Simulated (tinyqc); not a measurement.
Crystallisation kinetics and data retention of a phase-change cell: one step of the calculation.

Johnson-Mehl-Avrami-Kolmogorov law X = 1 - exp(-y^n), y = integral of k dt, k = (1/100 s) exp[-(Ec q/kB)(1/T - 1/T1)].

Problem. Retention. At fixed T the state fails at t = (-ln(1 - Xf))^(1/n)/k; ten years are 3.15576e8 s.

Parameters, values chosen for the exercise; values of the order of Ge-Sb-Te and related chalcogenides: activation energy of crystallisation Ec = 2.24 eV; temperature at which the rate k is 1/(100 s) T1 = 427 K; Avrami exponent n = 2; crystalline share at which the state is lost Xf = 0.4; storage temperature T = 339 K.

Constants: q = 1.602176634e-19 C, kB = 1.380649e-23 J/K. Results are converted to the units shown.

Find: k; y at failure; time to fail; the same in years; temperature for ten years.

Solution.

k = 1.3709e-9 1/s
y at failure = 0.71472
time to fail = 5.2137e8 s
the same in years = 16.521
temperature for ten years = 341.23 K

The cell meets ten years at 339 K.

Range of the model: One Arrhenius rate is assumed; incubation, growth from the boundary and the non-Arrhenius kinetics of the supercooled liquid are left out.

Computed by the program tinyqc: `OMP_NUM_THREADS=1 python tinyqc.py 2490063 2490064 out.jsonl`, one thread of a shared Intel Xeon 2.30GHz, about 0.02 s for the whole run.
